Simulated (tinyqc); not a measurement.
Energy against coordination: Tersoff bond-order potential. Computed by tinyqc, a small Python program. Command: `OMP_NUM_THREADS=1 python tinyqc.py 3012226 3012227 out.jsonl tersoff walk`. One thread of a shared host (Intel(R) Xeon(R) Processor @ 2.30GHz), about 0.01 s of CPU time with the checks.

E = (1/2) sum_(i, j != i) [A exp(-lambda r_ij) - b_ij B exp(-mu r_ij)], b_ij = (1 + (beta zeta_ij)^n)^(-1/(2n)), zeta_ij = sum_(k != i, j) g(theta_ijk), g = 1 + c^2/d^2 - c^2/(d^2 + (h - cos theta)^2), with theta at atom i. Only nearest neighbours count (cut-off function 1 for them, 0 beyond).

Inputs (values chosen for the exercise, modelled on carbon):
```
quantity     value        unit
A           1367.7          eV
B           347.47          eV
lambda      3.4879  1/angstrom
mu          2.2119  1/angstrom
beta      1.52e-07           -
n           0.7212           -
c            38830           -
d            4.371           -
h          -0.5491           -
```

Method. Angles seen from one bond (cos theta: count): chain -1: 1; graphitic -1/2: 2; diamond -1/3: 3; square net 0: 2, -1: 1; simple cubic 0: 4, -1: 1; bcc 1/3: 3, -1/3: 3, -1: 1; fcc 1/2: 4, 0: 2, -1/2: 4, -1: 1. With z equal bonds of order b, r = ln(lambda A/(mu b B))/(lambda - mu) and E per atom = -(z/2) b B exp(-mu r)(1 - mu/lambda).

Relaxed structures:
```
structure      z        zeta       b  r (angstrom)  E per atom (eV)  E per bond (eV)
dimer          1           0  1.0000        1.4308          -2.6839          -5.3677
chain          2  8.3095e+05  0.8688        1.5410          -3.6547          -3.6547
graphitic      3  1.9916e+04  0.9896        1.4390          -7.8239          -5.2159
diamond        4  5.7550e+05  0.8955        1.5172          -7.9399          -3.9700
square net     4  3.2831e+06  0.7201        1.6881          -4.3757          -2.1878
simple cubic   6  5.7352e+06  0.6395        1.7811          -4.7442          -1.5814
bcc            8  1.0678e+07  0.5422        1.9105          -4.0286          -1.0071
fcc           12  2.0517e+07  0.4397        2.0747          -3.4084          -0.5681
```

What does the comparison show, and why?

The lowest are diamond, graphitic and simple cubic, the first two 0.116 eV apart. The bond order falls from 1 to 0.440 and the bond weakens from -5.37 to -0.57 eV, as b^(lambda/(lambda - mu)) with exponent 2.73. With the same z = 4 the square net lies 3.56 eV above diamond, from its angles alone. Caution: in bcc and other dense structures second neighbours can fall inside the usual cut-off; they are left out here.

Extremes, crossings and ranges named in words are read from the listed rows.
